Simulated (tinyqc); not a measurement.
Rapid thermal processing of a wafer: radiative balance, ramp and cooling, pattern effects, pyrometer error and spike budget: one step, computed by the program tinyqc. Command: `OMP_NUM_THREADS=1 python tinyqc.py 3113937 3113938 out.jsonl rtp walk`. One thread of a shared host (Intel(R) Xeon(R) Processor @ 2.30GHz), about 0.04 s of CPU time with the checks.

The wafer is opaque and uniform through its thickness unless said otherwise; temperatures in formulas are in kelvin (C + 273.15). sigma = 5.670374419e-12 W/(cm^2 K^4).

Question. Pyrometer error. Signal proportional to eps/(exp(c2/(lambda T)) - 1), c2 = h c/k_B. If the assumed emissivity is too high by the given error, the reading T' solves (1 + error)/(exp(c2/(lambda T')) - 1) = 1/(exp(c2/(lambda T)) - 1). Wien estimate: T' - T = -lambda T^2 ln(1 + error)/c2. Process rates go as exp(-E_a/(k_B T)).

Inputs (values chosen for the exercise, modelled on a hot silicon wafer):

| quantity | value | unit |
|---|---|---|
| process temperature | 1010 | C |
| pyrometer wavelength | 0.9 | micrometre |
| error of the assumed emissivity | 4.6 | % |
| activation energy of the process E_a | 4 | eV |

Constants: h = 6.62607015e-34 J s; c = 299792458 m/s; k_B = 1.380649e-23 J/K; k_B = 8.617333262e-05 eV/K.

Give: c2; c2/(lambda T); reading less true temperature; Wien estimate; rate at T over rate at T', less 1.

Answer.

c2 = 14388 micrometre K

c2/(lambda T) = 12.46

reading less true temperature = -4.615 K

Wien estimate = -4.632 K

rate at T over rate at T', less 1 = 13.95 %
